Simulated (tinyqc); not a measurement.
# Quantum point contact as a saddle point with Zeeman splitting: what changes with what

Potential V0 - m wx^2 x^2/2 + m wy^2 y^2/2; energies are counted from V0. Mode n = 0, 1, ... transmits T_n(E) = 1/(1 + exp(-2 pi (E - E_n)/wx)), E_n = wy (n + 1/2) +/- Ez/2 for the two spins, Ez = gs muB B, muB = q hbar/(2 m0); each spin carries q^2/h.

Inputs (values chosen for the exercise):

| symbol | value | unit | meaning |
|---|---|---|---|
| T | 0.1 | K | temperature |
| wy | 4.4 | meV | transverse quantum hbar wy |
| wx | 4.1 | meV | curvature of the barrier hbar wx |
| mu | 7.19 | meV | Fermi level above the saddle point |
| gs | 3.7 |  | size of the g factor |
| B | 4 | T | in-plane magnetic field |

Constants: q = 1.602176634e-19 C, kB = 1.380649e-23 J/K, hbar = 1.054571817e-34 J s, m0 = 9.1093837015e-31 kg, Vt = kB T/q. Results are converted to the units shown.

Each table varies one quantity; the others keep the values above.

## Differential conductance at finite bias

g(T) = int g(E) (-df/dE) dE = int g(mu + x kB T) dx/(4 cosh^2(x/2)), g(E) the zero-temperature value at E, g = G/(2 q^2/h). With the bias V split evenly and the saddle held fixed, dI/dV = [g(mu + V/2) + g(mu - V/2)]/2, each thermally averaged.

Results:
```
V (mV)	g(mu + V/2)	g(mu - V/2)	dI/dV
0	1.697	1.697	1.697
0.88	1.816	1.552	1.684
1.76	1.903	1.400	1.652
2.64	1.966	1.262	1.614
3.52	2.017	1.153	1.585
4.4	2.075	1.075	1.575
5.28	2.153	1.018	1.585
6.16	2.262	0.9657	1.614
7.04	2.400	0.9034	1.652
7.92	2.552	0.8163	1.684
9.68	2.816	0.5533	1.685
```

Estimate the missing row, V = 8.8 mV.

Computed row:
```
V (mV)	g(mu + V/2)	g(mu - V/2)	dI/dV
8.8	2.697	0.6976	1.697
```

With this row back in the table: dI/dV moves up and down between 1.57 and 1.70 in units of 2 q^2/h. Right-movers gain modes (1.70 to 2.82) while left-movers lose them (1.70 to 0.553).

## Spin splitting of the first step

Same model as above.

Result of one run:
```
B (T)	Ez (meV)	g at mu = wy/2	dg/dmu there (1/meV)
11.4	2.442	0.5039	0.1832
```

What becomes of these results when the in-plane magnetic field B is changed from 11.4 to 16 T, all else the same?

Result of the changed run:
```
B (T)	Ez (meV)	g at mu = wy/2	dg/dmu there (1/meV)
16	3.427	0.5081	0.1086
```

The whole series:
```
B (T)	Ez (meV)	g at mu = wy/2	dg/dmu there (1/meV)
0	0	0.5012	0.3849
2.3	0.4926	0.5013	0.3717
4.6	0.9852	0.5015	0.3356
6.9	1.478	0.5020	0.2855
9.1	1.949	0.5027	0.2337
11.4	2.442	0.5039	0.1832
13.7	2.934	0.5056	0.1409
16	3.427	0.5081	0.1086
```

At the middle of the first riser g stays near 1/2, while the slope falls from 0.385 to 0.109 1/meV. It keeps more than a fifth of its zero-field value, so the plateau at q^2/h is not yet flat.

Range of the model: Orbital effects of the in-plane field and interactions (such as the 0.7 feature) are left out.

Program tinyqc, `OMP_NUM_THREADS=1 python tinyqc.py 2740028 2740029 out.jsonl`; Intel Xeon 2.30GHz, shared host, one thread, about 0.02 s.
